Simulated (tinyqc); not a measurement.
Changing the uniaxial anisotropy K_u: domain walls in a thin film with perpendicular anisotropy: Bloch, Neel and chiral walls, motion and stripe domains. Computed by tinyqc, a small Python program. Command: `OMP_NUM_THREADS=1 python tinyqc.py 3018187 3018188 out.jsonl mwall sweep`. One thread of a shared host (Intel(R) Xeon(R) Processor @ 2.30GHz), about 0.02 s of CPU time with the checks.

One-dimensional wall: polar angle theta(x), azimuth phi of the moment in the wall (phi = 0 Neel, 90 degrees Bloch). mu_0 = 1.25663706212e-6 T m/A, gamma = 1.76085963023e11 rad/(s T).

Inputs (values chosen for the exercise, for a model film):

| quantity | value | unit |
|---|---|---|
| saturation magnetisation M_s | 1210 | kA/m |
| exchange stiffness A | 11 | pJ/m |
| DMI constant D | 0.31 | mJ/m^2 |
| thickness t | 2.1 | nm |

Method:
- K_eff = K_u - mu_0 M_s^2/2; Delta = sqrt(A/K_eff); sigma_0 = 4 sqrt(A K_eff); profile theta = 2 arctan exp(x/Delta); quality factor Q = 2 K_u/(mu_0 M_s^2).
- sigma(phi) = sigma_0 + 2 Delta K_D cos^2(phi) - pi D cos(phi), with the wall shape anisotropy K_D = N_x mu_0 M_s^2/2, N_x = t ln 2/(pi Delta). The minimum has cos(phi) = D/D_N for D < D_N = 4 Delta K_D/pi and phi = 0 beyond; sigma turns negative at D_c = (sigma_0 + 2 Delta K_D)/pi.
- Dipolar length l = sigma/(mu_0 M_s^2); for t much smaller than the period the domain width is w = 0.955 t exp(pi l/t) (Kaplan and Gehring), given as log10 of w in nm.

One run for each value:

| uniaxial anisotropy K_u (kJ/m^3) | width parameter Delta (nm) | wall energy sigma (mJ/m^2) | D_c (mJ/m^2) | log10 of the domain width in nm | K_eff (kJ/m^3) |
|---|---|---|---|---|---|
| 960 | 16.567 | 2.378 | 1.1168 | 1.1419 | 40.1 |
| 1100 | 7.816 | 5.352 | 2.0633 | 2.1920 | 180.1 |
| 1250 | 5.773 | 7.344 | 2.6975 | 2.8955 | 330.1 |
| 1390 | 4.837 | 8.818 | 3.1666 | 3.4160 | 470.1 |
| 1540 | 4.212 | 10.169 | 3.5966 | 3.8930 | 620.1 |
| 1680 | 3.804 | 11.288 | 3.9529 | 4.2883 | 760.1 |
| 1830 | 3.477 | 12.378 | 4.2999 | 4.6732 | 910.1 |
| 1970 | 3.237 | 13.316 | 4.5987 | 5.0047 | 1050.1 |
| 2120 | 3.028 | 14.255 | 4.8974 | 5.3361 | 1200.1 |

What does the table show?

Over the rows, width parameter Delta (nm) falls from 16.6 to 3.03 (exponent d ln y / d ln x -5.5 between the first rows and -0.91 between the last); wall energy sigma (mJ/m^2) rises from 2.38 to 14.3 (exponent d ln y / d ln x 6.0 between the first rows and 0.93 between the last); D_c (mJ/m^2) rises from 1.12 to 4.90 (exponent d ln y / d ln x 4.5 between the first rows and 0.86 between the last).

Caution (rows 960): the domains are not wide against the wall, so the thin-wall formula fails. Caution (rows 1680, 1830, 1970, 2120): the formula for N_x assumes a film much thinner than the wall width.

Extremes, crossings and ranges named in words are read from the listed rows.
